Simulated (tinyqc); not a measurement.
# Contact resistivity and sheet resistance from two contact lengths

Question. Rc = [sqrt(rc Rsh)/Wc] coth(Lc/(2 LT)), LT = sqrt(rc/Rsh), Wc = 22 nm; the second contact is twice as long as the first. Find LT, rc and Rsh.

Rc for Lc = 38 and 76 nm (ohm): [823.395793, 493.600205]

Solution. With t = tanh(Lc/(2 LT)) for the shorter contact, the resistance of the longer over that of the shorter is (1 + t^2)/2. Then sqrt(rc Rsh) = Rc t Wc, and rc and Rsh follow by multiplying and dividing by LT.

LT = 39.61 nm
rc = 3.200e-9 ohm cm^2
Rsh = 204.0 ohm

tinyqc, about 0.06 s, one thread, Intel Xeon 2.30GHz (shared host): `OMP_NUM_THREADS=1 python tinyqc.py 2170067 2170068 out.jsonl`
